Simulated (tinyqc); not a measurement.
## Trap density and scattering coefficient from 1/f noise

Problem. f S = K0 (1 + ac mu Cox I/gm)^2 with K0 = q^2 Vt lt Nt/(W L Cox^2), Vt in eV and Nt per eV. Find K0, Nt and ac.

Values chosen for this exercise:

| symbol | value | unit | meaning |
|---|---|---|---|
| T | 350 | K | temperature |
| L | 350 | nm | gate length |
| W | 40 | um | total gate width |
| Cox | 1.62 | uF/cm^2 | gate capacitance |
| mu | 440 | cm^2/(V s) | mobility |
| lt | 0.1 | nm | tunnelling length into the oxide |

Constants: q = 1.602176634e-19 C, kB = 1.380649e-23 J/K, Vt = kB T/q. Results are converted to the units shown.

I/gm at two biases (V): 0.0383018301  0.183939892
f S at these biases (V^2): 2.71315311e-12  4.49996071e-12

Answer. sqrt(f S) is linear in I/gm: the intercept is sqrt(K0), and slope over intercept is ac mu Cox.

K0 = 2.318e-12 V^2
Nt = 1.100e17 cm^-3 eV^-1
ac = 3000 V s/C

Numbers from tinyqc (`OMP_NUM_THREADS=1 python tinyqc.py 2150108 2150109 out.jsonl`; about 0.01 s on one thread of a shared Intel Xeon 2.30GHz).
